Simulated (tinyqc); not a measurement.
## Length offset and series resistance from crossing lines

Problem. R_total = Rs + k (L - dL)/Vo with constant Rs, dL and k. Find k, dL and Rs.

R_total at (L, Vo) = (60, 0.39), (180, 0.39), (60, 0.93) and (180, 0.93), L in nm and Vo in V (ohm um): 360.66667  760.66667  255.76344  423.50538

Answer. At each overdrive R is a straight line in L with slope k/Vo; the two lines cross at L = dL, R = Rs.

k = 1.300 ohm um V/nm
dL = 5.800 nm
Rs = 180.0 ohm um

Program tinyqc, `OMP_NUM_THREADS=1 python tinyqc.py 2282185 2282186 out.jsonl`; Intel Xeon 2.30GHz, shared host, one thread, about 0.03 s.
